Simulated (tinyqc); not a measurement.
Sweep of a uniaxial [110] stress: six-band Luttinger-Kohn model with strain.

Six-band Luttinger-Kohn model in the basis |3/2,3/2>, |3/2,1/2>, |3/2,-1/2>, |3/2,-3/2>, |1/2,1/2>, |1/2,-1/2>, electron energies, zero at the top of the unstrained valence band. H = -[rows: (P+Q, -S, R, 0, -S/r2, r2 R); (-S*, P-Q, 0, R, -r2 Q, r32 S); (R*, 0, P-Q, S, r32 S*, r2 Q); (0, R*, S*, P+Q, -r2 R*, -S*/r2); (-S*/r2, -r2 Q, r32 S, -r2 R, P+Dso, 0); (r2 R*, r32 S*, r2 Q, -S/r2, 0, P+Dso)], r2 = sqrt(2), r32 = sqrt(3/2). Levels are twofold.

P = c g1 k^2 - av tr(e); Q = c g2 (kx^2 + ky^2 - 2 kz^2) - (b/2)(exx + eyy - 2 ezz); R = c sqrt3 [-g2 (kx^2 - ky^2) + 2i g3 kx ky] + (sqrt3/2) b (exx - eyy) - i d exy; S = 2 c sqrt3 g3 (kx - i ky) kz - d (exz - i eyz); c = hbar^2/2m0, e the strain tensor (not engineering shear).

s11 = (C11 + C12)/((C11 - C12)(C11 + 2 C12)), s12 = -C12/((C11 - C12)(C11 + 2 C12)), s44 = 1/C44; exx = s11 sxx + s12 (syy + szz) and cyclic, exy = s44 sxy/2; tension is positive. A uniaxial stress X along the unit vector n is s_ij = X n_i n_j.

Constants: hbar^2/2m0 = 3.80998211 eV angstrom^2.

Inputs chosen for the exercise (near those of Si; not measured data): Dso = 0.044 eV (spin-orbit splitting); g1 = 4.33 (Luttinger gamma1); g2 = 0.34 (gamma2); g3 = 1.43 (gamma3); av = 2.49 eV (valence hydrostatic potential); b = -2.13 eV (tetragonal shear potential); d = -4.76 eV (trigonal shear potential); C11 = 160.8 GPa; C12 = 67.7 GPa; C44 = 78.1 GPa; load = uniaxial [110] (kind of stress).

Edges at k = 0 and curvature masses of the top pair along [110] and [001] (step 0.0002 1/angstrom); at zero stress the top is fourfold and has no single curvature.

Edges and masses:

| X (GPa) | top (eV) | second (eV) | third (eV) | splitting (meV) | m [110] | m [001] |
|---|---|---|---|---|---|---|
| -3.00 | 0.0759 | -0.0780 | -0.1175 | 154.0 | 0.113 | 0.273 |
| -2.00 | 0.0475 | -0.0529 | -0.0890 | 100.3 | 0.114 | 0.272 |
| -1.00 | 0.0204 | -0.0269 | -0.0627 | 47.3 | 0.118 | 0.270 |
| 0.00 | 0.0000 | 0.0000 | -0.0440 | 0.0 | - | - |
| 2.00 | 0.0569 | 0.0273 | -0.0777 | 29.6 | 0.348 | 0.192 |
| 3.00 | 0.0864 | 0.0509 | -0.1057 | 35.6 | 0.322 | 0.187 |

Give the missing row, X (GPa) = 1.00.

Computed row:
```
X (GPa)  top (eV)  second (eV)  third (eV)  splitting (meV)  m [110]  m [001]
1.00       0.0280       0.0059     -0.0526             22.1    0.391    0.200
```

The splitting reaches 154.0 meV under compression and 35.6 meV under the same tension; linear shear terms alone would make the two equal, and the difference comes from the coupling to the split-off band. At the ends of the sweep the top pair has a mass along [110] of 0.113 under compression and 0.322 under tension, so compression gives the lighter holes along [110]; along [001] it has 0.273 and 0.187. The top edge itself moves by +76 and +86 meV.

(tinyqc, `OMP_NUM_THREADS=1 python tinyqc.py 1050726 1050727 out.jsonl`, Intel(R) Xeon(R) Processor @ 2.30GHz, 1 thread, shared host, about 0.06 s.)
